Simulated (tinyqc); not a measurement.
# Worked calculation: pillar capacitor in an array: capacitance, non-linearity, leakage and relaxation

tinyqc, about 0.01 s, one thread, Intel Xeon 2.30GHz (shared host): `OMP_NUM_THREADS=1 python tinyqc.py 2102011 2102012 out.jsonl` Printed values are rounded.

A film between two metal electrodes, each interface adding a series capacitance ci. The small-signal permittivity is ek (1 + aq E^2); the field is found with the linear permittivity. Leakage J = J0 sinh(E/Ef). After a voltage step the film passes a relaxation current kr C V tt^(-nr), tt being the time in seconds. The sidewall is a coaxial capacitor with radii a = dm/2 and b = dm/2 + t, depth AR dm; the end face is left out.

Parameters, values chosen for the exercise; permittivity of the order of that of tantalum oxide: relative permittivity of the film ek = 23.6; film thickness t = 15 nm; capacitance of each electrode interface (dead layer and screening) ci = 280 uF/cm^2; quadratic field coefficient of the permittivity aq = 0.0072 cm^2/MV^2; bias V = 0.9 V; leakage prefactor J0 = 6.3e-10 A/cm^2; field for an e-fold rise of the leakage Ef = 0.23 MV/cm; diameter of the pillar dm = 120 nm; aspect ratio, depth over diameter AR = 50; pitch of the square array pt = 220 nm; resistivity of the inner electrode rho = 210 uohm cm.

Constants: eps0 = 8.8541878128e-14 F/cm where lengths are in cm. Results are converted to the units shown.

## Planar capacitance, field and non-linearity

Planar film: Cf = eps0 ek/t, 1/C = 1/Cf + 2/ci, EOT = 3.9 eps0/C, effective permittivity C t/eps0, E = (V/t) C/Cf; quadratic coefficient [C(V)/C - 1]/V^2 with Cf (1 + aq E^2) in C(V).

Cf = 1.39306 uF/cm^2
C = 1.37933 uF/cm^2
EOT = 2.50348 nm
effective permittivity = 23.3675
E = 0.594089 MV/cm
quadratic coefficient = 3106.27 ppm/V^2
J = 4.14577e-9 A/cm^2

The interfaces take 0.985 % of the voltage.

## Cell capacitance, fields and time constant

Per length 1/c = ln(b/a)/(2 pi eps0 ek) + (1/a + 1/b)/(2 pi ci); cell capacitance c AR dm; per footprint over pt^2; fields c V/(2 pi eps0 ek r) at r = a and b; resistance of the inner electrode rho AR dm/(pi a^2); time constant R C/3 of the distributed line.

a = 60 nm
b = 75 nm
cell capacitance = 34.9520 fF
capacitance per footprint = 72.2148 uF/cm^2
field at a = 0.665536 MV/cm
field at b = 0.532428 MV/cm
R = 1.11408 kohm
R C/3 = 12.9798 ps

The array gives 52.4 times the planar capacitance per footprint; curvature makes the field at the inner electrode 1.12 times the planar value.
